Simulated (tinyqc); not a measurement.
Which input was changed? Model: two-step dopant diffusion (predeposition and drive-in) with a constant diffusivity. Computed by tinyqc, a small Python program. Command: `OMP_NUM_THREADS=1 python tinyqc.py 3004921 3004922 out.jsonl dopdiff which`. One thread of a shared host (Intel(R) Xeon(R) Processor @ 2.30GHz), about 0.1 s of CPU time with the checks.

Fick diffusion into a half space x > 0 whose background doping C_B is of the opposite type, so that a junction lies where C = C_B.

Inputs (values chosen for the exercise, modelled on aluminium in silicon):
```
quantity,value,unit
prefactor D0,1.39,cm^2/s
activation energy E,3.39,eV
surface concentration C_s,6.3e+18,1/cm^3
background doping C_B,1e+14,1/cm^3
predeposition temperature T1,900,C
predeposition time t1,60,min
drive-in temperature T2,1100,C
drive-in time t2,30,min
mean mobility in the layer mu,200,cm^2/(V s)
ramp rate,3,C/min
stand-by temperature,800,C
```

Furnace ramps of the drive-in: linear ramps.

Constants: k_B = 8.617333262e-05 eV/K; e = 1.602176634e-19 C.

Method:
- D = D0 exp(-E/(k_B T)).
- Temperatures in kelvin are T(C) + 273.15.
- Times in seconds are 60 times the minutes.
- One ramp between the stand-by temperature and T2 adds int D dT / rate (40-point Gauss-Legendre); the usual estimate counts it as an extra time k_B T2^2/(E rate) at T2. (Dt)2 = D2 t2 + two ramps, times in seconds.
- C = C_s erfc(x/(2 sqrt(D1 t1))); dose Q = 2 C_s sqrt(D1 t1/pi); the junction solves erfc(z) = C_B/C_s with x_j = 2 z sqrt(D1 t1).
- With a sealed surface and a thin source, C = Q/sqrt(pi (Dt)2) exp(-x^2/(4 (Dt)2)); x_j = 2 sqrt((Dt)2 ln(C(0)/C_B)); gradient at the junction |dC/dx| = C_B x_j/(2 (Dt)2).
- Net dose Q_net = Q erf(x_j/(2 sqrt((Dt)2))) - C_B x_j; R_s = 1/(e mu Q_net), with every dopant ionised and one mobility.

Task: One of these inputs alone was changed, within the range given: surface concentration C_s (3.15e+18 to 1.26e+19); background doping C_B (5e+13 to 2e+14); predeposition temperature T1 (800 to 1100); mean mobility in the layer mu (100 to 400). Which one, and to what value?

Results:
```
run,sheet resistance R_s (Gaussian) (ohm/square),junction depth x_j (um),dose Q (1/cm^2)
before,1188.071,2.427473,2.629308e+13
after,1661.638,2.427473,2.629308e+13
```

Result:

Each candidate set to reproduce sheet resistance R_s (Gaussian), and what it then gives:
```
candidate,range searched,value needed,junction depth x_j (um),dose Q (1/cm^2)
surface concentration C_s (1/cm^3),3.15e+18 to 1.26e+19,4.506e18,2.3771,1.8806e+13
background doping C_B (1/cm^3),5e+13 to 2e+14,out of reach,-,-
predeposition temperature T1 (C),800 to 1100,877.0,2.3771,1.8806e+13
mean mobility in the layer mu (cm^2/(V s)),100 to 400,143.0,2.4275,2.6293e+13
```

Only mean mobility in the layer mu fits every result: it went from 200 to 143 cm^2/(V s). The next best candidate, surface concentration C_s, misses one result by 28 %.

Caution: C_s exceeds the intrinsic carrier density of silicon at the predeposition temperature (2e18 to 1e19 per cm^3), where real diffusivities rise with concentration and profiles turn box-like.
